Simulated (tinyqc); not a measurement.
From results back to parameters: standing waves and exposure in a photoresist film. Two cases, with inputs chosen for the exercise.

Problem. Bleaching of a resist on an index-matched plate: T(0) = T12 exp(-(A + B) d), T(end) = T12 exp(-B d), T12 = 1 - ((n1 - 1)/(n1 + 1))^2, and the first slope dT/dD = T(0) C A T12 (1 - exp(-(A + B) d))/(A + B). Here d = dT and D is the dose; A, B and C are hidden.

Find: A; B; C.

Method. A = ln(T(end)/T(0))/d, B = ln(T12/T(end))/d, and the slope then gives C.

Case 1.

Values chosen (out of a larger set: a resist on Cu, indices near tabulated ones; not measured data): n1 = 1.676 (resist index); dT = 1.176 micrometre (resist thickness on an index-matched plate).

T(0) = 0.313605
T(end) = 0.812969
dT/dD = 0.0061219 cm^2/mJ

Solution.

A = 0.81 1/micrometre
B = 0.12 1/micrometre
C = 0.036 cm^2/mJ

Case 2.

Values chosen (out of a larger set: a resist on Si, indices near tabulated ones; not measured data): n1 = 1.693 (resist index); dT = 0.764 micrometre (resist thickness on an index-matched plate).

T(0) = 0.736862
T(end) = 0.891941
dT/dD = 0.0030424 cm^2/mJ

Solution.

A = 0.25 1/micrometre
B = 0.06 1/micrometre
C = 0.026 cm^2/mJ

Computed by tinyqc, one run a case: `OMP_NUM_THREADS=1 python tinyqc.py N N+1 out.jsonl` with N = 1680988, 1681030; one thread of a shared Intel(R) Xeon(R) Processor @ 2.30GHz, about 0.01 s a run at most.
